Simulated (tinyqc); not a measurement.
Inside a calculation. Method: extended Hueckel theory, for H6. One step of it, computed by the program tinyqc.

Question. Mulliken analysis. P = C n C^T; charge = valence electrons (H 1) minus the sum of (P S)_ii on the atom; overlap population = 2 sum P_ij S_ij between two atoms.

coefficients, order 1H 1s, 2H 1s, 3H 1s, 4H 1s, 5H 1s, 6H 1s:
```
[[0.202819, 0.378430, 0.431655, 0.608219, -0.701743, 0.459746],
 [0.287673, 0.396427, 0.231854, -0.403488, 0.824137, -0.738928],
 [0.361516, 0.120231, -0.426664, -0.584000, -0.262105, 0.989340],
 [0.361516, -0.120231, -0.426664, 0.584000, -0.262105, -0.989340],
 [0.287673, -0.396427, 0.231854, 0.403488, 0.824137, 0.738928],
 [0.202819, -0.378430, 0.431655, -0.608219, -0.701743, -0.459746]]
```

occupations: [2.000000, 2.000000, 2.000000, 0.000000, 0.000000, 0.000000]

overlap S, order 1H 1s, 2H 1s, 3H 1s, 4H 1s, 5H 1s, 6H 1s:
```
[[1.000000, 0.541367, 0.090502, 0.018129, 0.001604, 0.000213],
 [0.541367, 1.000000, 0.364002, 0.090502, 0.009996, 0.001604],
 [0.090502, 0.364002, 1.000000, 0.541367, 0.090502, 0.018129],
 [0.018129, 0.090502, 0.541367, 1.000000, 0.364002, 0.090502],
 [0.001604, 0.009996, 0.090502, 0.364002, 1.000000, 0.541367],
 [0.000213, 0.001604, 0.018129, 0.090502, 0.541367, 1.000000]]
```

Give: charges; Overlap populations.

Answer.

charges: [-0.0579, 0.0484, 0.0095, 0.0095, 0.0484, -0.0579]

Overlap populations:
```
pair      value
2-1    0.667932
3-1   -0.023657
3-2    0.076786
4-1   -0.011338
4-2   -0.015417
4-3    0.645918
5-1    0.000054
5-2   -0.000825
5-3   -0.015417
5-4    0.076786
6-1    0.000072
6-2    0.000054
6-3   -0.011338
6-4   -0.023657
6-5    0.667932
```
